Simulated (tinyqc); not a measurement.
Etch lag against aspect ratio: ion-assisted plasma etching: sheath, surface coverage, synergy and aspect-ratio dependence. Computed by tinyqc, a small Python program. Command: `OMP_NUM_THREADS=1 python tinyqc.py 3023981 3023982 out.jsonl etch walk`. One thread of a shared host (Intel(R) Xeon(R) Processor @ 2.30GHz), about 0.07 s of CPU time with the checks.

Radicals adsorb on bare sites; ions remove covered sites with a high yield and bare sites by sputtering; a slow spontaneous reaction acts everywhere, walls included.

Inputs (values chosen for the exercise, close to those used for silicon in a halogen plasma):
```
quantity,value,unit
plasma density n_e,8.6e+09,1/cm^3
electron temperature T_e,3.4,eV
ion mass M_i,71,u
sheath voltage V,440,V
radical density n,2e+13,1/cm^3
radical mass M_n,35.5,u
gas temperature T_g,350,K
sticking coefficient s,0.66,-
radicals per removed unit x,4,-
yield slope b,0.32,eV^(-1/2)
threshold E_th,9.7,eV
sputter slope b_p,0.023,eV^(-1/2)
sputter threshold E_p,38,eV
spontaneous reaction probability k_c,3e-05,-
solid density N,5e+22,1/cm^3
ion temperature T_i,0.7,eV
```

Feature: round hole.

Constants: e = 1.602176634e-19 C; u = 1.6605390666e-27 kg; k_B = 1.380649e-23 J/K; eps_0 = 8.8541878128e-12 F/m.

Method:
- Bohm speed u_B = sqrt(e T_e/M_i); ion flux G_i = 0.61 n_e u_B; radical flux G_n = n c/4 with c = sqrt(8 k_B T_g/(pi M_n)).
- Debye length lambda_D = sqrt(eps_0 T_e/(e n_s)) with n_s = 0.61 n_e, T_e in volts; Child-law sheath d = (sqrt2/3) lambda_D (2 V/T_e)^(3/4); ion energy E = V + T_e/2; angular spread = arctan(sqrt(T_i/E)).
- Yields: Y = b (sqrt(E) - sqrt(E_th)) on covered sites, Y_p = b_p (sqrt(E) - sqrt(E_p)) on bare ones (zero below threshold).
- Steady coverage: s G_n (1 - theta) = x Y G_i theta; removal flux = Y G_i theta + Y_p G_i (1 - theta) + k_c G_n; rate = flux/N, 1 cm/s = 6e8 nm/min.
- Lateral rate = k_c G_n/N; anisotropy = 1 - lateral/vertical; synergy = vertical/(ions alone + radicals alone), with ions alone Y_p G_i/N and radicals alone the lateral rate.
- Transmission of a round hole: K = 1/(1 + 3A/4), walls that scatter diffusely without loss. With a loss probability S = s (1 - theta) at the floor, G_b/G_n = K/(K + S - K S); theta follows G_b, and the two are solved together. Ions are taken to reach the floor unshadowed; G_b replaces G_n in every term of the rate; A is depth over diameter.

yield Y = 5.72870

sputter yield Y_p = 0.341602

ion flux G_i = 1.12764e+15 1/(cm^2 s)

radical flux G_n = 2.28443e+17 1/(cm^2 s)

vertical rate = 66.9357 nm/min

coverage theta = 0.853693

Floor of the feature:
```
A,K,G_b/G_n,theta,rate (nm/min),relative rate
0.5,0.72727,0.96399,0.84905,66.594,0.99490
1.0,0.57143,0.92839,0.84417,66.235,0.98954
2.0,0.40000,0.85856,0.83360,65.459,0.97795
5.0,0.21053,0.66296,0.79459,62.600,0.93522
10.0,0.11765,0.40424,0.70227,55.848,0.83436
20.0,0.06250,0.16577,0.49168,40.478,0.60473
50.0,0.02597,0.04950,0.22409,20.962,0.31316
100.0,0.01316,0.02232,0.11525,13.025,0.19459
```

What does the comparison show, and why?

K falls by a factor 55.3 over the rows and the rate by 5.11. Among these rows the rate stays within 10 % of the open-field value up to A = 5, as near saturation the coverage changes little when G_b falls. Caution: a sheath of several millimetres is collisional at usual pressures, which lowers the ion energy and widens the angles. Caution: rows with A above about 1/(2 tan(ion spread)) or 1/sqrt(k_c), often 10 to 30, are formal: ion shadowing, radical loss on the walls, redeposition of sputtered material and, in fluorocarbon plasmas, polymer growth are left out and add to the lag.
